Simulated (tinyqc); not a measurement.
Inside a calculation. Method: Ewald sum of point charges, displaced rock salt lattice. Computed by tinyqc, a small Python program that keeps every step. Command: `OMP_NUM_THREADS=1 python tinyqc.py 29928 29929 out.jsonl` (the two numbers bound the seeds that draw the settings). One thread of a shared host (Intel(R) Xeon(R) Processor @ 2.60GHz), about 0.03 s of CPU time with the checks.

## Ewald sum with eta = 0.361 1/bohr

cell vectors (rows) (bohr):
```
          1         2         3
1  0.000000  5.110000  5.110000
2  5.110000  0.000000  5.110000
3  5.110000  5.110000  0.000000
```

Charges:
```
q                f1        f2        f3
2.000000   0.000000  0.000000  0.000000
-2.000000  0.450000  0.560000  0.500000
```

Real space: 1/2 sum q_i q_j erfc(eta r)/r over all images with r > 0; reciprocal space: (2 pi/V) sum_(G != 0) exp(-G^2/4 eta^2)/G^2 |S(G)|^2 with S(G) = sum q exp(i G.r); self term -eta/sqrt(pi) sum q^2; background -pi Q^2/(2 V eta^2), Q the total charge.

Real-space shells (first ones):
```
r (bohr)  pairs  sum (hartree)
4.810462      2      -0.011686
4.864441      2      -0.010699
5.074619      2      -0.007549
5.176508      2      -0.006354
5.374496      2      -0.004519
5.422863      2      -0.004153
7.226631     24       0.001493
8.498899      2      -0.000007
8.560127      2      -0.000006
8.800779      2      -3.19e-06
8.859921      4      -0.000005
8.918670      2      -2.37e-06
```

Reciprocal shells (first ones that count):
```
G^2 (1/bohr^2)  vectors  sum (hartree)
1.133912              8       0.297305
1.511882              6       0.001660
3.023764             12       0.000180
4.157676             24       0.000707
4.535646              8       0.000006
6.047529              6       2.68e-07
7.181440             24       1.19e-06
7.559411             24       5.79e-08
9.071293             24       3.13e-09
10.205204            32       3.24e-09
```

## The total does not depend on eta

The same sums for other eta.

Totals (hartree per cell):
```
eta            real  reciprocal       self  background        total
0.361000  -0.043494    0.299860  -1.629380    0.000000  -1.37301360
0.505000  -0.001480    0.907793  -2.279326    0.000000  -1.37301360
0.644000  -0.000024    1.533715  -2.906705    0.000000  -1.37301360
```

shortest distance = 4.810462 bohr

Madelung constant -E d / (formula units |q+ q-|) = 1.651207
